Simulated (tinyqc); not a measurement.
Frequency dispersion of an accumulation capacitance by border traps, distributed model: one step of the calculation.

Traps spread evenly through the insulator exchange electrons with the semiconductor by tunnelling, with tau(x) = t0 exp(2 ka x) at depth x from the interface. The admittance per area Y seen at depth x obeys dY/dx = -Y^2/(i w eps0 eox) + q Nb ln(1 + i w tau)/tau, with Y(0) = i w Cs and w = 2 pi f; the gate sees Y(tox) = G + i w C. Working variable y = Y/(i w), in uF/cm^2. Cox = eps0 eox/tox.

Task. Capacitance and conductance at the gate. Beyond xe the traps are ignored, so 1/y(tox) = 1/y(xe) + (tox - xe)/(eps0 eox); C = Re y, G/w = -Im y, loss tangent G/(w C).

Parameters, values chosen for the exercise; permittivity close to that of aluminium oxide:

| symbol | value | unit | meaning |
|---|---|---|---|
| eox | 8.82 |  | relative permittivity of the insulator |
| tox | 5.8 | nm | insulator thickness |
| xe | 2.1 | nm | depth down to which the steps are taken |

Constants: eps0 = 8.8541878128e-14 F/cm where lengths are in cm. Results are converted to the units shown.

y at xe = 1.1128935-0.0115420i uF/cm^2

Wanted: y at the gate; C; G/w; loss tangent.

Result.

y at the gate = 0.7287-0.0049i uF/cm^2
C = 0.7287 uF/cm^2
G/w = 0.004948 uF/cm^2
loss tangent = 0.006790

Program tinyqc, `OMP_NUM_THREADS=1 python tinyqc.py 2202068 2202069 out.jsonl`; Intel Xeon 2.30GHz, shared host, one thread, about 0.4 s.
